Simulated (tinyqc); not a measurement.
Where the wafer is too thin: surface photovoltage measurement of the minority-carrier diffusion length in a wafer. Computed by tinyqc, a small Python program. Command: `OMP_NUM_THREADS=1 python tinyqc.py 3130016 3130017 out.jsonl spv walk`. One thread of a shared host (Intel(R) Xeon(R) Processor @ 2.30GHz), about 0.01 s of CPU time with the checks.

Low injection, steady light, a depletion layer much thinner than 1/alpha and L. The excess density dn is taken at the front edge of the neutral region; light that reaches the back is lost.

Inputs (values chosen for the exercise, modelled on p-type silicon at room temperature):
```
quantity                            value        unit
wafer thickness W                     725  micrometre
diffusivity D                        28.5      cm^2/s
front recombination velocity S_f     1100        cm/s
back recombination velocity S_b     11000        cm/s
photon flux entering              2.4e+13  1/(cm^2 s)
```

Method:
- alpha = (84.732/lambda - 76.417)^2 per cm with lambda in micrometre (an empirical fit for silicon between 0.7 and 1.05 micrometre).
- Thick wafer: dn = Phi L/((S_f + D/L)(L + 1/alpha)). Finite wafer, with s = S_b L/D, w = W/L, a = alpha L: dn = [Phi a/(a^2 - 1)] [a - B - exp(-alpha W)(a - s)/(cosh w + s sinh w)]/(S_f + B D/L), B = (sinh w + s cosh w)/(cosh w + s sinh w).
- Readings y = (Phi/dn) (1 + noise x g) at 780, 830, 880, 920, 950, 975 and 995 nm; a least-squares line y = c (1/alpha + L_app) gives L_app = intercept/slope.
- No noise; L is varied at fixed W, and the last two columns set S_b to 0 and to 1e7 cm/s.

Apparent length (micrometre):
```
L          W/L  given S_b  S_b = 0  S_b = 1e7
36.2    20.028      36.20       36      36.20
72.5    10.000      72.50       73      72.50
145.0    5.000     144.91      145     144.88
218.0    3.326     216.27      220     215.82
362.0    2.003     337.91      390     334.43
580.0    1.250     454.84      746     444.72
942.0    0.770     539.49     1634     522.11
1520.0   0.477     582.82     3724     560.94
2900.0   0.250     605.37    10444     580.94
```

With a fast back surface L_app levels off, at 581 micrometre in the last row; with a passive one it reaches up to 3.60 times L among these rows and is 10400 in the last. All three columns are within 5 % of L down to W/L = 3.3.

Extremes, crossings and ranges named in words are read from the listed rows.
